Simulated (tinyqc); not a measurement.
# Deep-level transient spectroscopy: amplitude against reverse bias

Schottky contact on an n-type layer with shallow donors Nd (all ionised) and a donor-like deep trap, neutral when filled and positive when empty; depletion approximation. Traps within lam of the depletion edge stay filled. A long pulse to Vp fills the traps beyond x1 = Wp - lam; back at Vr those between x1 and x2 = Wr - lam emit. A rate window reads S = C(t2) - C(t1).

lam = sqrt(2 eps0 eps_r (EF - ET)/(q Nd)), EF - ET = Et - (kB T/q) ln(Nc(T)/Nd), Nc(T) = Nc (T/300 K)^1.5. In the steady state at the band bending V, 2 eps0 eps_r V/q = Nd W^2 + Nt (W - lam)^2 (the second term only if W > lam). W(t)^2 = Wr^2 + (Nt/Nd)(x2^2 - x1^2) exp(-en t), C = eps0 eps_r/W; for small Nt, dC/C = -(Nt/2 Nd) G exp(-en t) with G = (x2^2 - x1^2)/Wr^2. Listed at t = 0.

Inputs (values chosen for the exercise); material values close to those of indium phosphide: relative permittivity eps_r = 12.4; conduction-band density of states at 300 K Nc = 5.77e17 cm^-3; shallow donor density Nd = 2.9e16 cm^-3; built-in voltage Vbi = 0.81 V; depth of the trap below the conduction edge Et = 0.44 eV; trap density Nt = 1.4e14 cm^-3; reverse bias during the filling pulse Vp = 0.7 V; temperature of the transient T = 336 K.

Constants: q = 1.602176634e-19 C, kB = 1.380649e-23 J/K, eps0 = 8.8541878128e-14 F/cm where lengths are in cm. Results are converted to the units shown.

Amplitude against reverse bias:

| Vr (V) | Wr (nm) | G | dC(0)/C (%) | 2 Nd \|dC\|/C (cm^-3) |
|---|---|---|---|---|
| 1.2 | 308.0 | 0.1376 | -0.03319 | 1.925e13 |
| 4 | 476.2 | 0.4488 | -0.1082 | 6.274e13 |
| 6.8 | 598.8 | 0.5637 | -0.1358 | 7.876e13 |
| 9.6 | 700.3 | 0.6279 | -0.1512 | 8.770e13 |
| 12.3 | 785.8 | 0.6689 | -0.1611 | 9.342e13 |
| 15.1 | 865.6 | 0.6998 | -0.1685 | 9.773e13 |
| 17.9 | 938.6 | 0.7234 | -0.1742 | 1.010e14 |
| 20.7 | 1006 | 0.7423 | -0.1787 | 1.036e14 |

G rises from 0.138 to 0.742, since lam = 128 nm and x1 weigh less in a wider layer. The simple estimate 2 Nd |dC|/C reaches 13.7 % of the true Nt in the first row and 74.0 % in the last.

Computed by the program tinyqc: `OMP_NUM_THREADS=1 python tinyqc.py 2050074 2050075 out.jsonl`, one thread of a shared Intel Xeon 2.30GHz, about 0.01 s for the whole run.
